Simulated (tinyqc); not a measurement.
Which input was changed? Model: one anharmonic mode: perturbation theory, self-consistent phonons and exact levels. Computed by tinyqc, a small Python program. Command: `OMP_NUM_THREADS=1 python tinyqc.py 3019873 3019874 out.jsonl scp which`. One thread of a shared host (Intel(R) Xeon(R) Processor @ 2.30GHz), about 0.4 s of CPU time with the checks.

V(x) = k x^2/2 + b x^4 for one coordinate x of mass M. A constant K > 0 gives hbar Omega = sqrt((hbar^2/u) K/M) with K in eV/angstrom^2 and M in u.

Inputs (values chosen for the exercise, for a model mode):

| quantity | value | unit |
|---|---|---|
| mode mass M | 66.9 | u |
| harmonic constant k | -1.75 | eV/angstrom^2 |
| quartic constant b | 48.3 | eV/angstrom^4 |
| temperature T | 96 | K |
| mixing | 0.25 | - |

Shape: double well.

Constants: hbar^2/u = 4.18015928e-03 eV angstrom^2; k_B = 8.617333262e-05 eV/K.

Method:
- Self-consistent phonon, centred at x = 0: K = k + 12 b <x^2>, <x^2> = (hbar Omega/(2K)) coth(hbar Omega/(2 k_B T)).
- Start at K = |k|; K(new) = K + mixing x (K_out - K), but at least K/20; stop when |K_out - K| < 1e-9 |k| or after 90 steps.
- Its free energy is F = k_B T ln[2 sinh(hbar Omega/(2 k_B T))] + (k - K)<x^2>/2 + 3 b <x^2>^2, an upper bound to the exact one.
- Basis: oscillator states n of the constant |k|, with x = s (a + a+), s^2 = hbar Omega/(2|k|); H = hbar Omega (n + 1/2) + (k - |k|) x^2/2 + b x^4, with exact matrix elements of x^2 and x^4.
- Exact values use 120 basis states: F = -k_B T ln sum exp(-E_n/(k_B T)), and <x^2> is the Boltzmann mean.

Question. One of these inputs alone was changed, within the range given: mode mass M (33.45 to 133.8); harmonic constant k (-3.5 to -0.875); quartic constant b (24.15 to 96.6); temperature T (48 to 192). Which one, and to what value?

Results:

| run | self-consistent quantum (meV) | self-consistent <x^2> (angstrom^2) | E_1 - E_0 (meV) |
|---|---|---|---|
| before | 10.00194 | 0.005781643 | 5.480554 |
| after | 10.85419 | 0.006272442 | 5.480554 |

Answer.

Each candidate set to reproduce self-consistent quantum, and what it then gives:

| candidate | range searched | value needed | self-consistent <x^2> (angstrom^2) | E_1 - E_0 (meV) |
|---|---|---|---|---|
| mode mass M (u) | 33.45 to 133.8 | 57.51 | 0.0058158 | 6.3144 |
| harmonic constant k (eV/angstrom^2) | -3.5 to -0.875 | -1.012 | 0.0049996 | 7.4137 |
| quartic constant b (eV/angstrom^4) | 24.15 to 96.6 | 60.60 | 0.0049996 | 6.6125 |
| temperature T (K) | 48 to 192 | 127.0 | 0.0062724 | 5.4806 |

Only temperature T fits every result: it went from 96 to 127 K. The next best candidate, mode mass M, misses one result by 15 %.
